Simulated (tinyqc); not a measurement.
Inside a calculation. Method: tight binding, dimerised chain. One step of it, computed by the program tinyqc.

Problem. Bloch Hamiltonian at k. H_AA = +delta, H_BB = -delta, H_AB = -t1 - t2 exp(-i k a).

Parameters chosen for this model:
```
parameter     value                      unit
t1         0.530000       eV, inside the cell
t2         0.560000         eV, between cells
delta             0  eV, +/- on the two sites
```

k point k (2 pi / a): [0.040000]

Give: H(k) at k.

Solution.

H(k) at k (eV), order A, B:
$$\begin{pmatrix}
0.0000 & -1.0724+0.1393i \\
-1.0724-0.1393i & 0.0000
\end{pmatrix}$$
